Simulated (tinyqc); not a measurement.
# Long-channel MOSFET, surface-potential model, step by step

Numbers from tinyqc (`OMP_NUM_THREADS=1 python tinyqc.py 2360090 2360091 out.jsonl`; about 0.05 s on one thread of a shared Intel Xeon 2.30GHz). Printed values are rounded.

n-channel transistor on a uniformly doped p-type body, gradual-channel approximation, constant mobility, Boltzmann statistics, full ionisation. Potentials are counted from the neutral body; V is the electron quasi-Fermi potential, Vsb at the source and Vsb + Vds at the drain. Charges are magnitudes per area.

Inputs (values chosen for the exercise); material values close to those of silicon:
```
symbol,value,unit,meaning
T,293,K,temperature
Eg,1.1,eV,band gap
eps_r,11.9,,relative permittivity of the semiconductor
Nc,2.66e19,cm^-3,conduction-band density of states at T
Nv,2.59e19,cm^-3,valence-band density of states at T
Na,8.3e17,cm^-3,acceptor density of the body
eox,25.2,,relative permittivity of the gate insulator
tox,65,nm,insulator thickness
Vfb,-0.44,V,flat-band voltage
mu,110,cm^2/(V s),channel mobility
W,1,um,gate width
L,5,um,gate length
Vsb,0,V,source-body reverse bias
Vgs,2.15,V,gate-source voltage
Vds,0.1,V,drain-source voltage
```

Constants: q = 1.602176634e-19 C, kB = 1.380649e-23 J/K, Vt = kB T/q, eps0 = 8.8541878128e-14 F/cm where lengths are in cm. Results are converted to the units shown.

## Body potential, insulator capacitance and body factor

ni = sqrt(Nc Nv) exp(-Eg/(2 Vt)), Eg in volts; phiF = Vt ln(Na/ni); Cox = eps0 eox/tox; gamma = sqrt(2 q eps0 eps_r Na)/Cox. VT = Vfb + 2 phiF + gamma sqrt(2 phiF + Vsb), m = 1 + gamma/(2 sqrt(2 phiF + Vsb)).

ni = 9.094027e9 cm^-3
phiF = 0.4627930 V
Cox = 0.3432701 uF/cm^2
gamma = 1.542131 V^0.5
VT = 1.969230 V
m = 1.801462

## Iteration 1: surface potential at the source by Newton steps

psi at the start (2 phiF + Vsb) = 0.9255860 V

With V = Vsb: G = psi - Vt + Vt e, e = exp((psi - 2 phiF - Vsb)/Vt); f = Vgs + Vsb - Vfb - psi - gamma sqrt(G); f' = -1 - gamma (1 + e)/(2 sqrt(G)); psi(new) = psi - f/f'.

G = 0.9255859 V
f = 0.1807706 V
f' = -2.602920
psi after iteration 1 = 0.9950351 V

## Iteration 2: surface potential at the source by Newton steps

As before.

G = 1.364977 V
f = -0.2067405 V
f' = -11.98983
psi after iteration 2 = 0.9777921 V

## Course of the iteration: surface potential at the source by Newton steps

Stop when psi changes by less than 1e-10 V, or after 40 iterations.

Course of the iteration:
```
iteration    psi (V)  |change| (V)
1          0.9950351        0.0694
2          0.9777921        0.0172
3          0.9719659       5.83e-3
4          0.9714626       5.03e-4
5          0.9714593       3.32e-6
6          0.9714593      1.42e-10
7          0.9714593             0
```

Converged in 7 iterations. At the end the number of correct digits about doubles with each step.

## Charges and current of the charge-sheet model

psi_0 = 0.9714593 V
psi_L = 1.026642 V

psi_0 and psi_L solve Vgs + Vsb - Vfb - psi = gamma sqrt(G) at V = Vsb and Vsb + Vds. Qi = Cox gamma [sqrt(G) - sqrt(psi - Vt)], G = psi - Vt + Vt exp((psi - 2 phiF - V)/Vt), at both ends. With U = Vgs + Vsb - Vfb: drift = mu (W/L) Cox [U (psi_L - psi_0) - (psi_L^2 - psi_0^2)/2 - (2/3) gamma ((psi_L - Vt)^1.5 - (psi_0 - Vt)^1.5)]; diffusion = mu (W/L) Vt (Qi0 - QiL).

Qi0 = 40.66328 nC/cm^2
QiL = 6.918247 nC/cm^2
drift current = 0.02883988 uA
diffusion current = 0.01874446 uA
drain current = 0.04758434 uA

Drift carries 60.6 % of the current.

## Inversion charge along the channel

V, point 0 to 6 (V): 0  0.01666667  0.03333333  0.05  0.06666667  0.08333333  0.1

The surface potential psi at channel potential V solves Vgs + Vsb - Vfb - psi = gamma sqrt(G), G = psi - Vt + Vt exp((psi - 2 phiF - V)/Vt). Charge sheet: Qi = Cox gamma [sqrt(G) - sqrt(psi - Vt)]. Pao-Sah: Qi = (Cox gamma/2) integral from 3 Vt to psi of exp((u - 2 phiF - V)/Vt)/sqrt(G(u, V)) du.

```
point   psi (V)  Qi, charge sheet (nC/cm^2)  Qi, Pao-Sah (nC/cm^2)
0      0.971459                    40.66328               41.21849
1      0.983182                    33.45900               33.91155
2      0.994161                    26.73000               27.08840
3      1.004212                    20.58370               20.85751
4      1.013121                    15.14796               15.34808
5      1.020658                    10.55739               10.69606
6      1.026642                    6.918247               7.008702
```

At the source the charge-sheet charge is 1.3 % below the Pao-Sah one.

## Pao-Sah current by Simpson's rule

I = mu (W/L) integral of Qi dV; Simpson's rule on the 7 points, step Vds/6, weights 1, 4, 2, ..., 4, 1 times step/3.

Pao-Sah current = 0.04827297 uA

Gauss-Legendre quadrature on many points gives 0.04827 uA, so this value is within 0.01 % of it; the charge-sheet current, 0.04758 uA, is 1.4 % below it.
